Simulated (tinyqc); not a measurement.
Effect of the liquid interaction: binary melting diagram from solution models of liquid and solid. Computed by tinyqc, a small Python program. Command: `OMP_NUM_THREADS=1 python tinyqc.py 3007355 3007356 out.jsonl melt walk`. One thread of a shared host (Intel(R) Xeon(R) Processor @ 2.30GHz), about 0.01 s of CPU time with the checks.

x is the fraction of B. In a phase with interaction L: mu_A = G_A + R T ln(1 - x) + L x^2, mu_B = G_B + R T ln x + L (1 - x)^2. Melting: G(liquid) - G(solid) = H (1 - T/T_m) for each pure component.

Inputs (values chosen for the exercise, for a model alloy): melting point T_A = 1215 K; melting point T_B = 875 K; heat of melting H_A = 9.17 kJ/mol; heat of melting H_B = 8.33 kJ/mol.

Diagram: eutectic with pure solids.

Constants: R = 8.314462618 J/(mol K).

Method. Liquid against pure solid A: T = (H_A + L_L x^2)/(H_A/T_A - R ln(1 - x)); against pure solid B: T = (H_B + L_L (1 - x)^2)/(H_B/T_B - R ln x). The crossing is found anew for each L_L.

Eutectic point:
```
L_L (kJ/mol)      x_E  T_E (K)
-10.0         0.54919   434.24
-6.7          0.56067   491.02
-3.3          0.57690   549.13
-1.7          0.58685   576.27
0.0           0.59972   604.89
2.0           0.61899   638.16
4.0           0.64457   670.79
```

T_E rises from 434 to 671 K, 16.9 K per kJ/mol on average: attraction in the liquid stabilises it and deepens the eutectic. As attraction grows x_E moves from 0.645 to 0.549, towards 1/2, where mixing gains most.

Extremes, crossings and ranges named in words are read from the listed rows.
